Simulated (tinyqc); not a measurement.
Six-transistor SRAM cell, nodal equations and margins: one step of the calculation.

Two cross-coupled inverters (pull-down bn, pull-up bp) hold the nodes Q and QB; access transistors (ba, threshold VTn, gate on the word line at Vdd when selected) join them to the bit lines. Transistor (EKV form, voltages against the body): I = 2 n b Vt^2 [F(vp - Vs) - F(vp - Vd)] from drain to source, F(v) = ln^2(1 + exp(v/(2 Vt))), vp = (Vg - VT + sg |Vd - Vs|)/n. n-channel bodies are at 0; for the p-channel device all voltages are counted down from Vdd. b in uA/V^2 gives I in uA. For an access transistor the bit line is the drain and the node the source. In a read both bit lines are at Vdd. The cell is symmetric (no mismatch).

Question. The largest square in the read butterfly. f(x) is the node voltage of one half-cell in a read for input x (In - Ip - Ia = 0). Static noise margin: side of the largest square between the curve (x, f(x)) and its mirror image (f(y), y); with h(c) the root x of f(x) - x = c, it is the maximum over c > 0 of h(c) - h(-c) + c.

Inputs (values chosen for the exercise): temperature T = 300 K; supply voltage Vdd = 1 V; slope factor n = 1.34; drain-induced barrier lowering sg = 0.068; n-channel threshold VTn = 0.35 V; p-channel threshold (magnitude) VTp = 0.39 V; gain factor of the pull-down transistor bn = 680 uA/V^2; gain factor of the access transistor ba = 450 uA/V^2; gain factor of the pull-up transistor bp = 280 uA/V^2.

Constants: q = 1.602176634e-19 C, kB = 1.380649e-23 J/K, Vt = kB T/q. Results are converted to the units shown.

c, point 0 to 6 (V): 0.16  0.26  0.37  0.45  0.52  0.58  0.63

Find: h(c); h(-c); side.

Answer.

```
point  h(c) (V)  h(-c) (V)  side (V)
0       0.43288    0.51932   0.07356
1       0.42629    0.56841   0.11789
2       0.41892    0.62657   0.16235
3       0.41065    0.67244   0.18821
4       0.39520    0.71722   0.19798
5       0.37171    0.75953   0.19217
6       0.34377    0.79716   0.17662
```

The maximum over c is 198.0 mV, the read margin; with the word line off (no Ia) the same construction gives 375.9 mV.

Computed by the program tinyqc: `OMP_NUM_THREADS=1 python tinyqc.py 2340130 2340131 out.jsonl`, one thread of a shared Intel Xeon 2.30GHz, about 0.2 s for the whole run.
